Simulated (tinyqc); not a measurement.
What each parameter does: donor near an oxide interface in a gate field (two-state model).

Interface at z = 0 (hard wall), donor at z = d, field F pulling electrons to the interface: potential e F z; 1 kV/cm = 1e-5 eV/angstrom, c = hbar^2/2m0, q = e^2/(4 pi eps0), Q = (eps - eo)/(eps + eo). Donor state: E_D = e F d - ED - q Q/(4 eps d), the last term joining the images of ion and electron. Interface state: z exp(-b z/2) exp(-rho^2/(2 L^2)) with E_z = c b^2/(4 mz) + 3 e F/b + q Q b/(8 eps), minimised over b; in the plane at z = 3/b the ion (distance D = d - 3/b) and its image (D' = d + 3/b) give E_rho = c/(mt L^2) - (q/eps)(sqrt(pi)/L)[erfcx(D/L) + Q erfcx(D'/L)], erfcx(x) = exp(x^2) erfc(x), minimised over L. E_I = E_z + E_rho.

The two states couple by t = t0 exp(-D/aD) with t0 = q/(eps aD) (2 aD/L) sqrt(aD b/2) v, v a valley factor; this form is an estimate. With detuning u = E_D - E_I the splitting is sqrt(u^2 + 4 t^2) and the lower state has weight (1 - u/sqrt(u^2 + 4 t^2))/2 on the donor.

Constants: hbar^2/2m0 = 3.80998211 eV angstrom^2; e^2/(4 pi eps0) = 14.39964547 eV angstrom.

Values chosen for the exercise (near those of a donor in Si below SiO2, static dielectric constants; the results hold for these values, not for the real material): d = 60 angstrom (depth of the donor); ED = 46.1 meV (bulk binding energy); mz = 0.927 m0 (mass across the interface); mt = 0.192 m0 (mass in the plane); eps = 11.5 (dielectric constant of the semiconductor); eo = 3.9 (dielectric constant of the oxide); aD = 17 angstrom (donor radius); v = 0.58 (valley factor).

Critical field (E_D = E_I), and t and L there.

One parameter was then changed.

Results before and after:
```
case     critical field (kV/cm)  t (meV)  L (angstrom)
base                      144.5     3.48          55.2
changed                   144.5     4.38          55.2
```

Which of these changes was made? (a) eo = 5.8; (b) mt = 0.221 m0; (c) aD = 18.7 angstrom; (d) d = 75 angstrom; (e) mz = 0.788 m0; (f) eps = 12.2; (g) ED = 52.1 meV.

Answer: (c) aD = 18.7 angstrom. Of the candidates, run in turn, only this one gives the changed row.

All candidates:
```
case                critical field (kV/cm)  t (meV)  L (angstrom)
base                                 144.5     3.48          55.2
d = 75 angstrom                      106.3     1.39          64.6
ED = 52.1 meV                        162.4     3.30          55.9
aD = 18.7 angstrom                   144.5     4.38          55.2
mz = 0.788 m0                        150.9     3.62          54.7
mt = 0.221 m0                        141.6     3.74          51.7
eo = 5.8                             139.5     3.34          56.5
eps = 12.2                           148.1     3.16          56.8
```

(tinyqc, `OMP_NUM_THREADS=1 python tinyqc.py 1251163 1251164 out.jsonl`, Intel(R) Xeon(R) Processor @ 2.30GHz, 1 thread, shared host, about 0.1 s.)
